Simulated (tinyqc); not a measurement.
Probe couplings from its potential.

Question. One voltage probe p sits between leads L (mu = 1) and R (mu = 0) without magnetic field: mu_p = T_pL/(T_pL + T_pR), T_eff = T_RL + T_pL T_pR/(T_pL + T_pR). Find T_pL and T_pR.

T_RL = 0.17
mu_p = 0.53061224
T_eff = 0.29204082

Answer. T_eff - T_RL equals T_pL (1 - mu_p) and also T_pR mu_p.

T_pL = 0.260
T_pR = 0.230

Numbers from tinyqc (`OMP_NUM_THREADS=1 python tinyqc.py 2700123 2700124 out.jsonl`; about 0.01 s on one thread of a shared Intel Xeon 2.30GHz).
